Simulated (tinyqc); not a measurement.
MOS inversion layer, Poisson-Schroedinger loop: effect of the temperature.

Electrons confined at an insulator interface at z = 0, treated as a hard wall; parabolic valleys, Hartree approximation, no image or exchange terms. The depletion charge lies far deeper than the electrons and gives a uniform field q Nd/(eps0 eps_r); the gate balances all charge. Energies are counted from the band edge at the interface.

Schroedinger equation -(C/mz) psi'' + (V0 + U + dE for set B) psi = E psi, C = hbar^2/(2 m0), psi(0) = 0, on a uniform mesh of 800 nodes with a far wall at 17 nm, 8 levels a set; V0 = q Nd z/(eps0 eps_r); dU/dz = q (Ns - integral of n from 0 to z)/(eps0 eps_r), U(0) = 0; N_k = g md m0 q Vt/(pi hbar^2) ln(1 + exp((EF - E_k)/Vt)), g the number of valleys of the set, sum N_k = Ns. Triangular well: E_k = a_k (C F^2/mz)^(1/3), a_1 = 2.338107, a_2 = 4.087949, C = hbar^2/(2 m0), F in eV/nm. Fang-Howard (all electrons in the lowest level of set A): b^3 = 6 (mz1/C) q (Nd + 11 Ns/32)/(eps0 eps_r), centroid 3/b, level C b^2/(4 mz1) + (3/b) q (Nd + 11 Ns/16)/(eps0 eps_r). The centroid adds 3.9 z_av/eps_r to an oxide-equivalent thickness.

Inputs (values chosen for the exercise); masses and permittivity close to those of silicon (100): relative permittivity eps_r = 11.6; mass along z of valley set A (2 valley(s)) mz1 = 0.906 m0; in-plane density-of-states mass of set A md1 = 0.188 m0; mass along z of valley set B (4 valley(s)) mz2 = 0.188 m0; in-plane density-of-states mass of set B md2 = 0.41 m0; sheet density of electrons Ns = 6.7e12 cm^-2; sheet density of depletion charge Nd = 3.9e12 cm^-2; extra shift of set B (strain) dE = 0 eV.

Constants: q = 1.602176634e-19 C, kB = 1.380649e-23 J/K, hbar = 1.054571817e-34 J s, m0 = 9.1093837015e-31 kg, Vt = kB T/q, eps0 = 8.8541878128e-14 F/cm where lengths are in cm, hbar^2/(2 m0) = 0.0380998212 eV nm^2. Results are converted to the units shown.

The same in every row: Fang-Howard centroid (nm) = 1.25.

Effect of the temperature:
```
T (K)  A1 (meV)  B1 (meV)  EF (meV)  share of A1 (%)  share of set A (%)  centroid z_av (nm)  added oxide equivalent (nm)
20          220       326       263              100                 100                1.17                        0.394
50          220       326       263              100                 100                1.17                        0.394
77          220       326       263              100                 100                1.17                        0.394
120         220       326       263             99.7                99.8                1.17                        0.395
200         221       328       260             95.9                96.5                1.21                        0.406
300         222       332       252             86.1                88.4                1.30                        0.436
400         224       337       239             75.7                80.0                1.39                        0.468
500         226       342       222             66.5                72.7                1.48                        0.499
```

Read the table: what changes, and by how much?

As T goes from 20 to 500, A1 rises from 220 to 226 meV, the share of A1 falls from 100 to 66.5 % and the centroid rises from 1.17 to 1.48 nm. EF lies more than 2 meV above A1 for T = 20, 50, 77, 120, 200, 300, 400. The Fang-Howard centroid is 6.7 % above the full one in the first row, where A1 holds 100 %, and 16 % below it in the last, where A1 holds 66.5 %.

Numbers from tinyqc (`OMP_NUM_THREADS=1 python tinyqc.py 2160152 2160153 out.jsonl`; about 0.9 s on one thread of a shared Intel Xeon 2.30GHz).
